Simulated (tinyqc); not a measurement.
Worked calculation: X-ray reflectivity of a thin film on silicon: critical angles, Parratt recursion, fringes and roughness. Computed by tinyqc, a small Python program that keeps every step. Command: `OMP_NUM_THREADS=1 python tinyqc.py 3120208 3120209 out.jsonl xrr walk`. One thread of a shared host (Intel(R) Xeon(R) Processor @ 2.30GHz), about 0.01 s of CPU time with the checks. Intermediate numbers are printed to about 7 digits and carried at full precision; extremes and crossings named in words are read from the listed rows.

n = 1 - delta + i beta; the classical electron radius is r_e = 2.8179403e-6 nm. Layer 0 is vacuum, 1 the film, 2 the substrate.

Inputs (values chosen for the exercise, modelled on HfO2 on silicon, copper K-alpha radiation):
```
quantity                                        value     unit
wavelength lambda                             0.15406       nm
film density rho                                 9.19   g/cm^3
effective electrons per unit mass, film         0.418    mol/g
beta/delta, film                                0.074        -
film thickness d                                 22.2       nm
roughness of the surface sigma_1                  1.1       nm
roughness of the interface sigma_2               0.69       nm
substrate density                                2.33   g/cm^3
effective electrons per unit mass, substrate    0.507    mol/g
beta/delta, substrate                           0.023        -
grazing angle theta                               1.4  degrees
```

Constants: N_A = 6.02214076e+23 1/mol.

## Optical constants

delta = r_e lambda^2 rho_e/(2 pi), rho_e = density x electrons per mass x N_A; critical angle sqrt(2 delta), q_c = 4 sqrt(pi r_e rho_e).

Constants:
```
layer      rho_e (1/nm^3)         delta          beta  critical angle (degrees)  q_c (1/nm)
film             2313.357  2.462490e-05  1.822242e-06                 0.4020914   0.5724297
substrate         711.402  7.572626e-06  1.741704e-07                 0.2229774   0.3174375
```

The film is denser in electrons than the substrate; X-rays tunnel through a film of a few nanometres, so the edge of total reflection moves to the value of the film only as it thickens.

## Critical angle of the film

The formulas are those given above.

critical angle of the film = 0.4020914 degrees

## Reflectivity at one angle

k_j = (2 pi/lambda) sqrt(sin^2 theta - 2 delta_j + 2 i beta_j); r_ij = (k_i - k_j)/(k_i + k_j) x exp(-2 k_i k_j sigma^2) (Nevot-Croce); r = (r_01 + r_12 p)/(1 + r_01 r_12 p), p = exp(2 i k_1 d); R = |r|^2.

k_0, k_1, k_2 (1/nm): 0.9964423  0.9544571+0.0031756i  0.9837204+0.0002945i

1000 r_01 = 2.152673-0.182939i

1000 r_12 = -6.172078+0.639055i

p = -0.0291793-0.8680008i

reflectivity R = 3.491940e-05

q = 4 pi sin(theta)/lambda = 1.992885 1/nm

## Fringe period, contrast and decay

Far above the critical angle the period is d theta = lambda/(2 d), or 2 pi/d in q; the envelope runs between (|r_01| - |r_12 p|)^2 and (|r_01| + |r_12 p|)^2; contrast = 2 a b/(a^2 + b^2) with a = |r_01|, b = |r_12 p|; roughness factors on the amplitudes are about exp(-q^2 sigma^2/2).

period in theta = 0.1988060 degrees

period in q = 0.2830264 1/nm

contrast = 0.6907687

roughness factor, surface = 0.09046326

roughness factor, interface = 0.3885098

## Thickness from the minima

Minima of R theta^4 are located on 6001 points over 7.5 periods, from 1.15 times the larger critical angle. With refraction, sin^2(theta_m) = 2 delta + m^2 (lambda/(2 d))^2, m integer or half-integer; the first six minima are used, and the first order is the one that minimises the largest residual of the least-squares line plus the distance of its intercept from 2 delta. Without refraction, d = lambda/(2 x mean step of sin theta).

Minima:
```
order m  theta (degrees)   sin^2 theta
2               0.566778  9.785140e-05
3               0.720107  1.579525e-04
4               0.891578  2.421241e-04
5               1.072491  3.503414e-04
6               1.259120  4.828578e-04
7               1.449477  6.398598e-04
```

d with refraction = 22.19707 nm

d without refraction = 25.00412 nm

Against d = 22.2 nm the errors are -0.01 % with and +12.63 % without refraction. The orders are integers, as r_01 and r_12 have opposite signs for a film denser than the substrate.

## Which roughness does what

R is averaged over one period above each angle (64 points); contrast = (max - min)/(max + min) of R theta^4 over that period. Cases: smooth; only sigma_1; only sigma_2; both.

Mean R and contrast:
```
theta (degrees)      R smooth   contrast    R, sigma_1  contrast, sigma_1    R, sigma_2  contrast, sigma_2       R, both  contrast, both
0.8              4.766042e-03  0.8603648  1.866263e-03       9.636934e-01  4.166912e-03          0.7160551  1.321655e-03       0.9985808
1.2              8.424734e-04  0.8824801  2.371042e-04       4.506280e-01  6.731620e-04          0.5199965  5.935873e-05       0.8169570
1.8              1.756321e-04  0.9009272  5.281411e-05       4.949697e-02  1.319823e-04          0.2373999  1.819904e-06       0.3227614
2.5              5.459944e-05  0.9119547  1.556010e-05       2.905616e-03  3.739857e-05          0.0577541  2.751929e-08       0.4569719
3.5              1.448160e-05  0.9180753  4.337509e-06       2.157724e-03  9.980677e-06          0.0034989  2.027129e-11       0.5886372
```

At 2.5 degrees sigma_1 alone multiplies the mean R by 0.28 and sigma_2 alone by 0.68; the contrast goes from 0.91 (smooth) to 0.00 and 0.06.

Checks made by the program: smooth bare substrate far above q_c against (q_c/2q)^4 (relative difference 1e-03).
